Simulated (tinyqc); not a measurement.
CISD on RHF in the sto-3g basis, for H4, spin multiplicity 1, step by step. One step of it, computed by the program tinyqc.

Question. Iteration 1: building the Fock matrix. J_ij = sum D_kl (ij|kl), K_ij = sum D_kl (ik|jl); F = H + J - 0.5 K; E = tr D H + tr D J / 2 - 0.25 tr D K + E_nn.

D at the start:
```
          1H 1s     2H 1s     3H 1s     4H 1s
1H 1s  0.957363  0.096067  0.025034  0.012102
2H 1s  0.096067  0.889170  0.099176  0.025034
3H 1s  0.025034  0.099176  0.889170  0.096067
4H 1s  0.012102  0.025034  0.096067  0.957363
```

core Hamiltonian H = T + V (hartree):
```
           1H 1s      2H 1s      3H 1s      4H 1s
1H 1s  -1.424872  -0.964135  -0.280386  -0.046518
2H 1s  -0.964135  -1.783501  -1.115229  -0.280386
3H 1s  -0.280386  -1.115229  -1.783501  -0.964135
4H 1s  -0.046518  -0.280386  -0.964135  -1.424872
```

Two-electron integrals (ij|kl) in chemists' order, unique and non-zero (hartree):
```
(11|11) 0.774606   (21|11) 0.305627   (21|21) 0.154578   (22|11) 0.475443
(22|21) 0.305627   (22|22) 0.774606   (31|11) 0.060698   (31|21) 0.033852
(31|22) 0.076346   (31|31) 0.008521   (32|11) 0.186138   (32|21) 0.122895
(32|22) 0.333996   (32|31) 0.036248   (32|32) 0.180644   (33|11) 0.269465
(33|21) 0.176838   (33|22) 0.495304   (33|31) 0.060698   (33|32) 0.333996
(33|33) 0.774606   (41|11) 0.007130   (41|21) 0.004259   (41|22) 0.010307
(41|31) 0.001180   (41|32) 0.005457   (41|33) 0.010307   (41|41) 0.000180
(42|11) 0.035292   (42|21) 0.022695   (42|22) 0.060698   (42|31) 0.007082
(42|32) 0.036248   (42|33) 0.076346   (42|41) 0.001180   (42|42) 0.008521
(43|11) 0.106574   (43|21) 0.066530   (43|22) 0.176838   (43|31) 0.022695
(43|32) 0.122895   (43|33) 0.305627   (43|41) 0.004259   (43|42) 0.033852
(43|43) 0.154578   (44|11) 0.178523   (44|21) 0.106574   (44|22) 0.269465
(44|31) 0.035292   (44|32) 0.186138   (44|33) 0.475443   (44|41) 0.007130
(44|42) 0.060698   (44|43) 0.305627   (44|44) 0.774606
```

nuclear repulsion = 2.32777441 hartree

Give: Coulomb J; exchange K; Fock matrix F; total energy of this density.

Answer.

Coulomb J (hartree):
```
       1H 1s  2H 1s  3H 1s  4H 1s
1H 1s  1.696  0.893  0.233  0.035
2H 1s  0.893  2.008  1.037  0.233
3H 1s  0.233  1.037  2.008  0.893
4H 1s  0.035  0.233  0.893  1.696
```

exchange K (hartree):
```
       1H 1s  2H 1s  3H 1s  4H 1s
1H 1s  0.956  0.686  0.281  0.076
2H 1s  0.686  1.147  0.776  0.281
3H 1s  0.281  0.776  1.147  0.686
4H 1s  0.076  0.281  0.686  0.956
```

Fock matrix F (hartree):
```
        1H 1s   2H 1s   3H 1s   4H 1s
1H 1s  -0.207  -0.414  -0.188  -0.050
2H 1s  -0.414  -0.349  -0.466  -0.188
3H 1s  -0.188  -0.466  -0.349  -0.414
4H 1s  -0.050  -0.188  -0.414  -0.207
```

total energy of this density = -1.57648 hartree

This density is the starting one; it is not idempotent, so its energy is not variational and may lie below the converged one.
